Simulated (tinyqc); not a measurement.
# Hole mobility in a silicon inversion layer, empirical terms and Matthiessen rule: two studies

Inversion layer of sheet density Ns on a uniformly doped body, under a high-permittivity gate with an interlayer. The mobility terms are empirical power laws with prefactors chosen for the exercise; adding their inverses (Matthiessen) is itself an approximation.

Values chosen for this exercise; material values close to those of silicon: temperature T = 300 K; band gap Eg = 1.14 eV; relative permittivity of the semiconductor eps_r = 11.8; conduction-band density of states at T Nc = 2.77e19 cm^-3; valence-band density of states at T Nv = 2.63e19 cm^-3; body doping Nb = 8.2e16 cm^-3; reverse body bias Vsb = 0 V; weight of the inversion charge in the effective field eta = 0.3333; phonon-limited mobility at 1 MV/cm and 300 K Ap = 139 cm^2/(V s); roughness-limited mobility at 1 MV/cm As = 364 cm^2/(V s); exponent of the roughness term gs = 1.3; Coulomb prefactor Ac = 1200 cm^2/(V s); charge at the interface Nit = 4.3e11 cm^-2; remote-phonon mobility without interlayer Ar = 280 cm^2/(V s); interlayer thickness ti = 0.5 nm; decay length of remote phonons lr = 0.5 nm; inversion density Ns = 1.3e12 cm^-2.

Constants: q = 1.602176634e-19 C, kB = 1.380649e-23 J/K, Vt = kB T/q, eps0 = 8.8541878128e-14 F/cm where lengths are in cm. Results are converted to the units shown.

Each table varies one quantity; the others keep the values above.

## Universality: two dopings at the same effective field

ni = sqrt(Nc Nv) exp(-Eg/(2 Vt)), Eg in volts; Ndep = sqrt(2 eps0 eps_r Nb (2 Vt ln(Nb/ni) + Vsb)/q); E = q (Ndep + eta Ns)/(eps0 eps_r), in MV/cm. With t = T/(300 K): muC = Ac (Ns/1e12 cm^-2) t/(Nb/1e17 cm^-3 + Nit/1e11 cm^-2), muP = Ap E^(-1/3) t^(-1.75), muS = As E^(-gs), muR = Ar exp(2 ti/lr)/t; 1/mu is the sum of the inverses. For each E, Ns is chosen to give that field on bodies with Nb = 1e16 and 8.2e16 cm^-3; the last column leaves out muC.

Universality: two dopings at the same effective field:

| E (MV/cm) | Ns, light body (cm^-2) | mu, light (cm^2/(V s)) | Ns, heavy body (cm^-2) | mu, heavy (cm^2/(V s)) | without muC (cm^2/(V s)) |
|---|---|---|---|---|---|
| 0.154 | 2.086e12 | 157.8 | 1.688e11 | 33.50 | 218.3 |
| 0.211 | 3.202e12 | 159.4 | 1.284e12 | 118.3 | 194.9 |
| 0.289 | 4.728e12 | 152.4 | 2.810e12 | 136.9 | 172.8 |
| 0.397 | 6.841e12 | 140.2 | 4.923e12 | 134.0 | 151.6 |
| 0.544 | 9.717e12 | 125.3 | 7.799e12 | 122.7 | 131.6 |
| 0.745 | 1.365e13 | 109.3 | 1.173e13 | 108.2 | 112.6 |
| 1.02 | 1.903e13 | 93.14 | 1.711e13 | 92.65 | 94.84 |
| 1.4 | 2.646e13 | 77.37 | 2.455e13 | 77.16 | 78.21 |

Read the table: what changes, and by how much?

The heavily doped body has 0.212 of the mobility of the light one in the first row and 0.997 in the last; there they lie 1.3 % below and 1.1 % below the curve without Coulomb scattering, which depends on E alone. The heavy body leaves that curve at low E because its field comes mostly from depletion charge and few carriers screen.

## Effect of the interlayer thickness

Same model as above.

The same in every row: E (MV/cm) = 0.2118; muC (cm^2/(V s)) = 304.7; muP (cm^2/(V s)) = 233.2; muS (cm^2/(V s)) = 2738.

Effect of the interlayer thickness:

| ti (nm) | muR (cm^2/(V s)) | mu (cm^2/(V s)) |
|---|---|---|
| 0.2 | 623.2 | 104.8 |
| 0.4 | 1387 | 115.5 |
| 0.6 | 3086 | 121.1 |
| 0.8 | 6869 | 123.7 |
| 1 | 1.529e4 | 125.0 |
| 1.2 | 3.402e4 | 125.5 |
| 1.4 | 7.572e4 | 125.8 |
| 1.6 | 1.685e5 | 125.9 |
| 1.8 | 3.750e5 | 126.0 |

What does the table show?

As ti goes from 0.2 to 1.8 nm, E stays at 0.212 MV/cm and mu rises from 105 to 126 cm^2/(V s). The phonon term is the smallest in the first and the last row.

Computed by the program tinyqc: `OMP_NUM_THREADS=1 python tinyqc.py 2510070 2510071 out.jsonl`, one thread of a shared Intel Xeon 2.30GHz, about 0.01 s for the whole run.
